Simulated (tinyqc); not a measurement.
From one set of inputs to another, one input at a time: solid solubility of a dopant against its melt (retrograde solidus), clustering and the electrically active fraction. Computed by tinyqc, a small Python program. Command: `OMP_NUM_THREADS=1 python tinyqc.py 3025616 3025617 out.jsonl retro ladder`. One thread of a shared host (Intel(R) Xeon(R) Processor @ 2.30GHz), about 0.02 s of CPU time with the checks.

The inputs printed are set A. Inputs not listed in the table keep their values of set A, so the rows need not describe a real material.

Inputs (values chosen for the exercise, of the order of those of aluminium in silicon for the solubility):

| quantity | value | unit |
|---|---|---|
| melting point of the host T_m | 1687 | K |
| heat of melting of the host H_f | 50.2 | kJ/mol |
| interaction L of the melt | -4.5 | kJ/mol |
| enthalpy of transfer from melt to solid H | 0.597 | eV |
| entropy of transfer S | -1.8 | k_B |
| site density N0 | 5e+22 | 1/cm^3 |
| temperature T | 1630 | K |
| total dopant density N_t | 3.3e+20 | 1/cm^3 |
| atoms per cluster m | 2 | - |
| cluster scale N* at 1273 K | 1.7e+20 | 1/cm^3 |
| activation energy E_b of the cluster scale | 0.24 | eV |
| anneal temperature T_a | 1375 | K |
| prefactor of n_i | 4e+16 | 1/(cm^3 K^1.5) |
| energy E_i in n_i | 0.608 | eV |
| mobility mu | 40 | cm^2/(V s) |

Clustering: clusters that take up free electrons.

Constants: R = 8.314462618 J/(mol K); k_B = 8.617333262e-05 eV/K; e = 1.602176634e-19 C; N_A = 6.02214076e+23 1/mol.

Method:
- x_l and x_s are atom fractions of the dopant in melt and solid; the solid is dilute. Liquidus of the host: R T ln(1 - x_l) + L x_l^2 = -H_f (1 - T/T_m). Distribution: k = x_s/x_l = exp[L (1 - x_l)^2/(R T)] exp(S/k_B - H/(k_B T)), the first factor being the activity coefficient in the melt. Solubility = x_s N0; at T_m x_l = 0.
- The largest x_s N0 between 900 K and T_m. For an ideal melt with constant heats the maximum has x_l = H_f/(H + H_f), H in the same units.
- A highly soluble donor (another dopant than that of the solidus) is limited by clustering. Donors N_a are active, and clusters hold m atoms each: N_t = N_a + m C, m C = N* (N_a/N*)^m (n/N*)^m, each atom taking one electron, n = N_a/2 + sqrt(N_a^2/4 + n_i^2), n_i = prefactor x T^1.5 exp(-E_i/(k_B T)), with N*(T) = N*(1273 K) exp[-(E_b/k_B)(1/T - 1/1273)]. Resistivity = 1/(e mu N_a).

Each row keeps all changes above it:

| input moved | from | to | distribution coefficient k | largest solubility (1/cm^3) | resistivity (milliohm cm) |
|---|---|---|---|---|---|
| set A | - | - | 1.8162e-03 | 2.5149e+19 | 0.84648 |
| total dopant density N_t (1/cm^3) | 3.3e+20 | 8.7e+20 | 1.8162e-03 | 2.5149e+19 | 0.59196 |
| activation energy E_b of the cluster scale (eV) | 0.24 | 0.34 | 1.8162e-03 | 2.5149e+19 | 0.56553 |
| temperature T (K) | 1630 | 1130 | 3.5063e-04 | 2.5149e+19 | 0.56553 |
| interaction L of the melt (kJ/mol) | -4.5 | -18 | 2.7726e-04 | 1.3070e+19 | 0.56553 |
| entropy of transfer S (k_B) | -1.8 | 2.21 | 1.5290e-02 | 7.2077e+20 | 0.56553 |
| enthalpy of transfer from melt to solid H (eV) | 0.597 | 1.68 | 2.2608e-07 | 1.4795e+17 | 0.56553 |
| cluster scale N* at 1273 K (1/cm^3) | 1.7e+20 | 2e+20 | 2.2608e-07 | 1.4795e+17 | 0.50742 |

Where does the difference come from?

Distribution coefficient k goes from 0.00182 to 2.26e-7, a factor 1.24e-4 in all. The largest single move comes from enthalpy of transfer from melt to solid H (a factor 1.48e-5), and entropy of transfer S works against it (a factor 55.1). Largest solubility goes from 2.51e19 to 1.48e17, a factor 0.00588 in all. The largest single move comes from enthalpy of transfer from melt to solid H (a factor 2.05e-4), and entropy of transfer S works against it (a factor 55.1). Resistivity goes from 0.846 to 0.507, a factor 0.599 in all. The largest single move comes from total dopant density N_t (a factor 0.699). The single moves hold for this order of the switches; the total does not depend on the order.

Caution (all rows): this clustering law is a generic form; degeneracy and a doping-dependent mobility are left out.

Extremes, crossings and ranges named in words are read from the listed rows.
